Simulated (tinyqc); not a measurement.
Comparisons within one model: Bethe-Salpeter matrix of a two-band chain (Tamm-Dancoff form). A value that a table varies takes the place of the one given here.

One valence and one conduction band, lattice period 1, mesh k = 2 pi j/N. Pair energies D(k) = Eg + 2 t sum(1 - cos k), t = tc + tv. Screened attraction W(R) = U at R = 0 and V/|R| otherwise, R over the N cells with the nearest image; W(q) = sum_R W(R) cos(q R). H(k, k') = D(k) delta - W(k - k')/Nk + 2 J/Nk for singlets (J = 0 for triplets), Nk the number of k points. With a constant transition dipole the strength of a state is f = (sum_k A_k)^2/Nk, and the f sum to 1.

Inputs chosen for the exercise:
- Eg = 5 eV (quasiparticle gap)
- tc = 0.98 eV (conduction hopping)
- tv = 0.53 eV (valence hopping)
- U = 1.9 eV (attraction in the same cell)
- V = 0.63 eV (attraction at one cell distance)
- J = 0.41 eV (exchange in the same cell)
- fs = (0.2, 0.4, 0.7, 1, 1.4, 2, 2.6) (scale factors of U and V)

## Convergence with the k mesh

Lowest triplet and singlet, and f of the singlet, against N.

Results:

| N | Eg - E triplet (eV) | Eg - E singlet (eV) | f singlet |
|---|---|---|---|
| 4 | 0.9965 | 0.6886 | 0.3210 |
| 6 | 0.8728 | 0.5859 | 0.2799 |
| 8 | 0.8300 | 0.5359 | 0.2789 |
| 12 | 0.8129 | 0.5036 | 0.2960 |
| 20 | 0.8116 | 0.4977 | 0.3049 |
| 40 | 0.8116 | 0.4976 | 0.3051 |
| 100 | 0.8116 | 0.4976 | 0.3051 |

The coarsest mesh misjudges the singlet binding by +0.1910 eV against the finest: a mesh of N points along an axis repeats the pair every N cells. The triplet is within 1 meV of the last row from N = 20 on. The singlet is within 1 meV of the last row from N = 20 on. The more tightly bound triplet is the smaller object in R, so it needs no more points than the singlet.

## Strength of the attraction

Triplets, N = 100; U and V scaled together, as weaker screening would do. f is the weight at R = 0. For V = 0 the infinite chain has binding sqrt(4 t^2 + U^2) - 2t and f = U/sqrt(4 t^2 + U^2), t = tc + tv.

Results:

| scale | U/t | binding (eV) | f | Eg - second level (eV) | contact formula (eV) |
|---|---|---|---|---|---|
| 0.20 | 0.25 | 0.0759 | 0.157 | 0.0021 | 0.0238 |
| 0.40 | 0.50 | 0.2143 | 0.253 | 0.0102 | 0.0942 |
| 0.70 | 0.88 | 0.4860 | 0.367 | 0.0320 | 0.2799 |
| 1.0 | 1.26 | 0.8116 | 0.461 | 0.0650 | 0.5480 |
| 1.4 | 1.76 | 1.3073 | 0.562 | 0.1262 | 1.0044 |
| 2.0 | 2.52 | 2.1468 | 0.677 | 0.2523 | 1.8339 |
| 2.6 | 3.27 | 3.0669 | 0.758 | 0.4156 | 2.7700 |

The binding grows with exponent 1.50 between scales 0.2 and 0.4 and 1.36 over the last two rows (below 2 for a wide pair in a chain, where 1/|R| brings logarithms, 1 for a pair held in one cell). f rises from 0.157 to 0.758. On this mesh a second level lies below the gap from scale 0.2 on; in an infinite lattice the tail V/|R| binds a whole series at any scale. The tail V/|R| adds 0.297 eV to the contact value in the last row and 0.052 eV in the first.

## Exciton band

Triplets, solved in the electron-hole distance R on a ring of 60 cells, total momentum Q: D = Eg + 2 tc (1 - cos(k + Q/2)) + 2 tv (1 - cos(k - Q/2)), so the hopping in R has size |t(Q)| = sqrt(tc^2 + tv^2 + 2 tc tv cos Q) and the continuum starts at Eg + 2 (tc + tv) - 2 |t(Q)|.

Results:

| Q/pi | \|t(Q)\| (eV) | continuum edge (eV) | exciton (eV) | binding (eV) | weight at R = 0 |
|---|---|---|---|---|---|
| 0.000 | 1.5100 | 5.0000 | 4.1884 | 0.8116 | 0.461 |
| 0.167 | 1.4632 | 5.0936 | 4.2711 | 0.8225 | 0.470 |
| 0.333 | 1.3269 | 5.3662 | 4.5089 | 0.8572 | 0.499 |
| 0.500 | 1.1141 | 5.7917 | 4.8702 | 0.9215 | 0.552 |
| 0.667 | 0.8496 | 6.3207 | 5.2944 | 1.0263 | 0.639 |
| 0.833 | 0.5845 | 6.8509 | 5.6740 | 1.1770 | 0.756 |
| 1.000 | 0.4500 | 7.1200 | 5.8381 | 1.2819 | 0.827 |

The exciton band is 1.6497 eV wide, against 2.1200 eV for the edge of the continuum: binding narrows it, since electron and hole must hop together. The binding grows from 0.812 to 1.282 eV as |t(Q)| falls. Between the first two rows the exciton rises 0.88 times as much as the edge, so it is heavier than the free pair.

## What each parameter does

N = 100: lowest singlet, its binding and f, and the singlet-triplet splitting. Each row changes one parameter from the base and keeps the others.

Results:

| case | singlet (eV) | binding (eV) | f | splitting (eV) |
|---|---|---|---|---|
| base | 4.5024 | 0.4976 | 0.305 | 0.3139 |
| Eg = 5.2 eV | 4.7024 | 0.4976 | 0.305 | 0.3139 |
| tc = 1.27 eV | 4.5304 | 0.4696 | 0.278 | 0.2826 |
| tv = 0.32 eV | 4.4782 | 0.5218 | 0.330 | 0.3428 |
| U = 1.52 eV | 4.6054 | 0.3946 | 0.238 | 0.2555 |
| V = 0.73 eV | 4.4497 | 0.5503 | 0.299 | 0.3067 |
| J = 0.61 eV | 4.6101 | 0.3899 | 0.235 | 0.4217 |

The largest shifts from the base row, up to three for each result and ties (the steps differ in size, so this ranks the rows, not the parameters). singlet (eV): Eg +0.2000, J +0.1078, U +0.1030. binding (eV): J -0.1078, U -0.1030, V +0.0527; unchanged at the printed digits by Eg. f: J -0.070, U -0.067, tc -0.028; unchanged at the printed digits by Eg. splitting (eV): J +0.1078, U -0.0584, tc -0.0313; unchanged at the printed digits by Eg. At zero total momentum only the sum tc + tv enters.

Computed by tinyqc, a small Python program: `OMP_NUM_THREADS=1 python tinyqc.py 1250917 1250918 out.jsonl` (the numbers bound the seed that draws the inputs); one thread of a shared host (Intel(R) Xeon(R) Processor @ 2.30GHz), about 0.1 s for the whole set of steps.
